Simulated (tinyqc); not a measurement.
Avalanche multiplication and breakdown of a junction from ionisation integrals: one step, computed by the program tinyqc.

Ionisation coefficients follow the local field. Position x runs through the depletion layer from the p side (x = 0), where electrons enter, to the n side (x = w), where holes enter. The built-in voltage is neglected.

Task: Breakdown. alpha_n = a_n exp(-(b_n/F)^c), alpha_p = a_p exp(-(b_p/F)^c). Uniform field F = F_m, w = W, V = F_m W. With Phi(x) = int_0^x (alpha_n - alpha_p) dx': 1 - 1/M_n = I_n = int_0^w alpha_n exp(-Phi) dx and M_p = M_n exp(-Phi(w)); trapezoid rule on 401 even points; breakdown at I_n = 1. Solve I_n(F_m) = 1.

Inputs (values chosen for the exercise, modelled on silicon):

| quantity | value | unit |
|---|---|---|
| electron prefactor a_n | 693000 | 1/cm |
| electron field b_n | 1.25e+06 | V/cm |
| hole prefactor a_p | 1.64e+06 | 1/cm |
| hole field b_p | 1.99e+06 | V/cm |
| exponent c | 1 | - |
| permittivity eps | 11.7 | - |
| layer width W | 0.54 | micrometre |

Junction: p-i-n with uniform field.

Constants: e = 1.602176634e-19 C; eps_0 = 8.8541878128e-12 F/m.

Give: critical field F_m; width at breakdown; breakdown voltage.

Result:

critical field F_m = 0.39560 MV/cm

width at breakdown = 0.54 micrometre

breakdown voltage = 21.362 V
